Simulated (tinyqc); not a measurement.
Sweep of alpha: linear model of a band gap against the share of exact exchange.

E(alpha) = E0 + S alpha. A wider gap screens less, modelled in the Penn form eps(alpha) = 1 + (e0 - 1)(EP/(EP + S alpha))^2 with a scale EP chosen for the exercise. A dielectric-dependent hybrid takes alpha = 1/eps.

Inputs chosen for the exercise (of the order of those of SiO2; not measured data):
```
symbol  value  unit  meaning
E0      5.51   eV    gap of the semi-local functional
S       10.19  eV    slope dE/d(alpha)
e0      2.44         optical dielectric constant at alpha = 0
EP      27.8   eV    energy scale of the screening
Et      8.83   eV    target gap
```

Also the exciton scale relative to alpha = 0, (m/m(0))(eps(0)/eps)^2, with a mass proportional to E + D, D = E0/2 + 0.3 eV, a k.p rule for direct gaps only.

Results:
```
alpha  E (eV)    eps  alpha eps  exciton scale
0.00    5.510  2.440      0.000           1.00
0.05    6.019  2.389      0.119           1.11
0.10    6.529  2.340      0.234           1.22
0.15    7.038  2.294      0.344           1.33
0.20    7.548  2.250      0.450           1.46
0.25    8.057  2.208      0.552           1.58
0.35    9.076  2.131      0.746           1.86
0.50   10.605  2.028      1.014           2.31
```

How do the results move, and what explains it?

alpha eps reaches 1 between alpha = 0.35 and 0.5 (fixed point 0.492), and the target gap is met between 0.25 and 0.35. At the fixed point the gap is 10.52 eV, +1.69 eV from the target. From 0 to 0.25 the gap grows by 2.55 eV while eps falls by 9 %; the exciton scale, which takes both, grows by a factor of 1.58.

Program tinyqc; command `OMP_NUM_THREADS=1 python tinyqc.py 1851101 1851102 out.jsonl`; about 0.01 s on one thread of a shared Intel(R) Xeon(R) Processor @ 2.30GHz.
